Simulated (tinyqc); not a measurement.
Polarisation charge from two barrier thicknesses.

Question. VT = phiB - dEc - q sigma d/(eps0 eps_r). Find sigma, phiB - dEc and the thickness at which VT = 0.

Values chosen for this exercise:
```
symbol  value  unit                                       meaning
eps_r     9.3        relative permittivity of barrier and channel
```

Constants: q = 1.602176634e-19 C, eps0 = 8.8541878128e-14 F/cm where lengths are in cm. Results are converted to the units shown.

VT for d = 12 and 22 nm (V): -3.1733730  -6.4884005

Answer. VT is linear in d.

sigma = 1.70e13 cm^-2
phiB - dEc = 0.805 V
thickness for VT = 0 = 2.43 nm

Program tinyqc, `OMP_NUM_THREADS=1 python tinyqc.py 2570089 2570090 out.jsonl`; Intel Xeon 2.30GHz, shared host, one thread, about 0.02 s.
